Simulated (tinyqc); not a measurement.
UHF in the sto-3g basis, for H3-, spin multiplicity 1, step by step. The basis has no diffuse functions, so it cannot describe the extra electron: this is an exercise in the method, not the real anion. This run ends on a higher stationary point, not on the lowest solution. One step of it, computed by the program tinyqc.

Task: Iteration 1: diagonalisation and new density. Diagonalise F' = X^T F X, C = X C', fill 2 alpha and 2 beta electrons from the bottom; D(s) = C_occ C_occ^T. Each column has its largest component positive (the first on a tie).

F(alpha) (hartree):
```
           1H 1s      2H 1s      3H 1s
1H 1s   0.236499  -0.183430  -0.118545
2H 1s  -0.183430   0.205660  -0.271688
3H 1s  -0.118545  -0.271688   0.089230
```

F(beta) (hartree):
```
           1H 1s      2H 1s      3H 1s
1H 1s   0.207318  -0.142614  -0.151214
2H 1s  -0.142614   0.088953  -0.279835
3H 1s  -0.151214  -0.279835   0.235118
```

X:
```
               1          2         3
1H 1s  -0.104418   1.096033  0.418773
2H 1s   1.001608  -0.457533  0.418860
3H 1s  -0.897248  -0.638300  0.418842
```

Give: F' = X^T F X; orbital energies; coefficients C; F' = X^T F X; orbital energies; coefficients C; D(alpha) after iteration 1; D(beta) after iteration 1.

Result:

F' = X^T F X (alpha) (hartree):
```
         1        2        3
1   0.7852  -0.1095   0.0113
2  -0.1095   0.5547   0.0982
3   0.0113   0.0982  -0.1081
```

orbital energies (alpha) (hartree): MO1 -0.1231, MO2 0.5253, MO3 0.8297

coefficients C (alpha):
```
          MO1      MO2      MO3
1H 1s  0.2548   1.0241  -0.5234
2H 1s  0.4516   0.0231   1.0879
3H 1s  0.5357  -0.8605  -0.6004
```

F' = X^T F X (beta) (hartree):
```
         1       2        3
1   0.7852  0.1094  -0.0625
2   0.1094  0.5546   0.0766
3  -0.0625  0.0766  -0.1081
```

orbital energies (beta) (hartree): MO1 -0.1230, MO2 0.5249, MO3 0.8299

coefficients C (beta):
```
          MO1      MO2      MO3
1H 1s  0.2682   1.1110  -0.2852
2H 1s  0.5546  -0.7152  -0.7543
3H 1s  0.4194  -0.2114   1.0804
```

D(alpha) after iteration 1:
```
         1H 1s   2H 1s    3H 1s
1H 1s   1.1136  0.1388  -0.7447
2H 1s   0.1388  0.2044   0.2220
3H 1s  -0.7447  0.2220   1.0274
```

D(beta) after iteration 1:
```
         1H 1s    2H 1s    3H 1s
1H 1s   1.3062  -0.6458  -0.1224
2H 1s  -0.6458   0.8190   0.3838
3H 1s  -0.1224   0.3838   0.2206
```
